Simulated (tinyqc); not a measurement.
# IGBT as a p-i-n diode in series with a MOS channel, on-state and switching loss: effects of single changes

High injection (n = p) in a drift layer from x = -W/2 (anode) to +W/2 (cathode side), recombination only in the layer with lifetime tau, ideal emitters. The channel feeds the cathode side and carries the whole current. Auger recombination, carrier-carrier scattering, emitter losses and the carrier dip under the p body are left out.

Parameters, values chosen for the exercise; material values close to those of silicon:
- T = 400 K (temperature)
- Eg = 1.11 eV (band gap)
- Nc = 4.33e19 cm^-3 (conduction-band density of states at T)
- Nv = 4.14e19 cm^-3 (valence-band density of states at T)
- mn = 743 cm^2/(V s) (electron mobility)
- mp = 255 cm^2/(V s) (hole mobility)
- W = 70 um (width of the drift layer)
- Nd = 1.2e14 cm^-3 (doping of the drift layer)
- tau = 0.22 us (high-injection lifetime)
- J = 50 A/cm^2 (current density)
- Rch = 1.3 mohm cm^2 (channel and accumulation resistance)
- Vdc = 400 V (link voltage)
- ks = 0.05 (turn-off energy per stored charge and link voltage)
- f = 10 kHz (switching frequency)

Constants: q = 1.602176634e-19 C, kB = 1.380649e-23 J/K, Vt = kB T/q. Results are converted to the units shown.

Each table varies one quantity; the others keep the values above.

## Effect of the high-injection lifetime

b = mn/mp, B = (b - 1)/(b + 1), La = sqrt(2 Vt mn mp tau/(mn + mp)), y = W/(2 La). n(x) = (tau J/(2 q La))[cosh(x/La)/sinh y - B sinh(x/La)/cosh y]. Vm = Vt [(8 b/(b + 1)^2)(sinh y/s) arctan(s sinh y) + B ln((1 + B tanh^2 y)/(1 - B tanh^2 y))], s = sqrt(1 - B^2 tanh^2 y); Vj = Vt ln(n(-W/2) n(W/2)/ni^2), ni = sqrt(Nc Nv) exp(-Eg/(2 Vt)), Eg in volts; Vc = J Rch; Von = Vm + Vj + Vc. Stored charge tau J, turn-off energy Eoff = ks tau J Vdc, loss at half duty 0.5 J Von + f Eoff. A unipolar device on the same layer has Vu = J (W/(q mn Nd) + Rch).

The same in every row: Vu (V) = 24.57.

Results:

| tau (us) | y | Von (V) | Eoff (mJ/cm^2) | total loss (W/cm^2) |
|---|---|---|---|---|
| 0.072 | 3.606 | 2.285 | 0.07200 | 57.85 |
| 0.12 | 2.793 | 1.334 | 0.1200 | 34.56 |
| 0.19 | 2.220 | 1.013 | 0.1900 | 27.22 |
| 0.31 | 1.738 | 0.8648 | 0.3100 | 24.72 |
| 0.51 | 1.355 | 0.8014 | 0.5100 | 25.13 |
| 1.3 | 0.8485 | 0.7796 | 1.300 | 32.49 |
| 2.2 | 0.6523 | 0.7928 | 2.200 | 41.82 |

Estimate the missing row, tau = 0.83 us.

Computed row:

| tau (us) | y | Von (V) | Eoff (mJ/cm^2) | total loss (W/cm^2) |
|---|---|---|---|---|
| 0.83 | 1.062 | 0.7801 | 0.8300 | 27.80 |

With this row back in the table: As tau goes from 0.072 to 2.2 us, Von goes from 2.29 through a minimum of 0.780 (at tau = 1.3 us among the rows listed) to 0.793 V, Eoff rises from 0.0720 to 2.20 mJ/cm^2 and the total loss goes from 57.9 through a minimum of 24.7 (at tau = 0.31 us among the rows listed) to 41.8 W/cm^2. Von is below Vu in 8 of the 8 rows. A short lifetime starves the middle of the layer, a long one stores charge, hence the minimum of the loss. At tau = 0.072 us the injected density falls below 5 Nd somewhere, so high injection is doubtful.

## Effect of the current density

Same model as above.

The same in every row: y = 2.063.

Effect of the current density:

| J (A/cm^2) | Von (V) | Vu (V) | Eoff (mJ/cm^2) | total loss (W/cm^2) |
|---|---|---|---|---|
| 0.3 | 0.5376 | 0.1474 | 0.001320 | 0.09384 |
| 0.76 | 0.6023 | 0.3734 | 0.003344 | 0.2623 |
| 1.9 | 0.6669 | 0.9335 | 0.008360 | 0.7172 |
| 4.8 | 0.7346 | 2.358 | 0.02112 | 1.974 |
| 12 | 0.8071 | 5.896 | 0.05280 | 5.371 |
| 31 | 0.8973 | 15.23 | 0.1364 | 15.27 |
| 78 | 1.022 | 38.32 | 0.3432 | 43.29 |
| 200 | 1.245 | 98.26 | 0.8800 | 133.3 |
| 500 | 1.699 | 245.7 | 2.200 | 446.7 |

What does the comparison show?

As J goes from 0.3 to 500 A/cm^2, Von rises from 0.538 to 1.70 V, Eoff rises from 0.00132 to 2.20 mJ/cm^2 and the total loss rises from 0.0938 to 447 W/cm^2. Von is below Vu in 7 of the 9 rows. At low current the junction voltage makes the bipolar device the worse one. For J = 0.3 to 4.8 A/cm^2 the injected density falls below 5 Nd somewhere, so high injection is doubtful. At J = 500 A/cm^2 the density at the anode passes 2e17 cm^-3, where Auger recombination and emitter losses matter.

## Effect of the width of the drift layer

Same model as above.

The same in every row: Eoff (mJ/cm^2) = 0.22000.

Effect of the width of the drift layer:

| W (um) | y | Von (V) | Vu (V) | total loss (W/cm^2) |
|---|---|---|---|---|
| 28 | 0.82506 | 0.71730 | 9.8655 | 20.132 |
| 37 | 1.0903 | 0.73715 | 13.016 | 20.629 |
| 48 | 1.4144 | 0.78254 | 16.866 | 21.764 |
| 63 | 1.8564 | 0.88619 | 22.116 | 24.355 |
| 82 | 2.4162 | 1.1126 | 28.766 | 30.015 |
| 110 | 3.2413 | 1.7926 | 38.567 | 47.015 |

As W goes from 28 to 110 um, Von rises from 0.717 to 1.79 V, Eoff stays at 0.220 mJ/cm^2 and the total loss rises from 20.1 to 47.0 W/cm^2. Von is below Vu in 6 of the 6 rows.

tinyqc, about 0.01 s, one thread, Intel Xeon 2.30GHz (shared host): `OMP_NUM_THREADS=1 python tinyqc.py 2590061 2590062 out.jsonl`
